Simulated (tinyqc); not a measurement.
Sp3 tight binding, zinc-blende lattice, step by step. One step of it, computed by the program tinyqc.

Task: Bloch Hamiltonian at k. Slater-Koster rules over the four bonds with direction cosines (l, m, n): ss V_ss; s-px l V_sp; px-s -l V_sp; px-px l^2 V_pps + (1 - l^2) V_ppp; px-py l m (V_pps - V_ppp); each times exp(i k.d).

Parameters chosen for this model: zinc-blende lattice, anion at 0, cation at a/4 (1,1,1); V = eta hbar^2 / (m d^2), hbar^2/m = 7.619964 eV angstrom^2:

| parameter | value | unit |
|---|---|---|
| a | 6.220000 | angstrom |
| d | 2.693339 | angstrom |
| Es anion | -16.750000 | eV |
| Ep anion | -9.620000 | eV |
| Es cation | -10.030000 | eV |
| Ep cation | -6.120000 | eV |
| eta ss | -1.400000 |  |
| eta sp | 1.840000 |  |
| eta pp sigma | 3.240000 |  |
| eta pp pi | -0.810000 |  |
| V ss | -1.470615 | eV |
| V sp | 1.932808 | eV |
| V pp sigma | 3.403423 | eV |
| V pp pi | -0.850856 | eV |

k point k (2 pi / a): 0.510000  -0.420000  0.320000

Give: H(k) at k.

Result:

H(k) at k (eV):
```
                a s           a px          a py           a pz
a s         -16.750          0.000         0.000          0.000
a px          0.000         -9.620         0.000          0.000
a py          0.000          0.000        -9.620          0.000
a pz          0.000          0.000         0.000         -9.620
c s   -2.835+1.247i  -0.917+2.220i  1.220-1.668i  -1.722+1.182i
c px   0.917-2.220i   1.093-0.481i  2.188-1.503i  -1.551+2.120i
c py  -1.220+1.668i   2.188-1.503i  1.093-0.481i   1.166-2.821i
c pz   1.722-1.182i  -1.551+2.120i  1.166-2.821i   1.093-0.481i

                c s           c px           c py           c pz
a s   -2.835-1.247i   0.917+2.220i  -1.220-1.668i   1.722+1.182i
a px  -0.917-2.220i   1.093+0.481i   2.188+1.503i  -1.551-2.120i
a py   1.220+1.668i   2.188+1.503i   1.093+0.481i   1.166+2.821i
a pz  -1.722-1.182i  -1.551-2.120i   1.166+2.821i   1.093+0.481i
c s         -10.030          0.000          0.000          0.000
c px          0.000         -6.120          0.000          0.000
c py          0.000          0.000         -6.120          0.000
c pz          0.000          0.000          0.000         -6.120
```
